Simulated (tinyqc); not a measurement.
Finnis-Sinclair potential for a bcc metal: fit to cohesion and elasticity, then vacancy, surfaces and structure: one step, computed by the program tinyqc. Command: `OMP_NUM_THREADS=1 python tinyqc.py 3111266 3111267 out.jsonl fsfit walk`. One thread of a shared host (Intel(R) Xeon(R) Processor @ 2.30GHz), about 0.01 s of CPU time with the checks.

E = (1/2) sum V(r) - A sqrt(rho), rho = sum phi(r), phi = (r - d)^2 for r < d, V = (r - c)^2 (c0 + c1 r + c2 r^2) for r < c. In bcc the 8 first neighbours lie at sqrt(3) a/2 and the 6 second at a; both cut-offs lie below the third shell; Omega = a^3/2; E is per atom and z the number of atoms in a shell. The four constants A, c0, c1, c2 are fitted to E_c, zero pressure, B and C12 - C44 alone, so C44 and C11 - C12 are not matched singly; defects are unrelaxed.

Task: Unrelaxed vacancy. E_v = -A sum_shells z [sqrt(rho - phi(r)) - sqrt(rho)] - (1/2) sum z V(r): the neighbours lose one bond each, and the atom is put back in the bulk.

Inputs (values chosen for the exercise, modelled on vanadium):
```
quantity             value      unit
lattice constant a    3.04  angstrom
cohesive energy E_c   5.32        eV
density cut-off d/a  1.203         -
pair cut-off c/a     1.247         -
```

c0, c1, c2 (eV/angstrom^2, eV/angstrom^3, eV/angstrom^4): -2.173362  2.515385  -0.609027

A = 1.921400 eV/angstrom

rho = 10.68023 angstrom^2

Give: V at the two shells; phi at the two shells; vacancy energy E_v; E_v/E_c.

Result:

V at the two shells (eV): 0.305  -0.087

phi at the two shells (angstrom^2): 1.05  0.38

vacancy energy E_v = 2.25 eV

E_v/E_c = 0.423

A pair potential would give E_v = E_c; the square root lowers the ratio to 0.42.
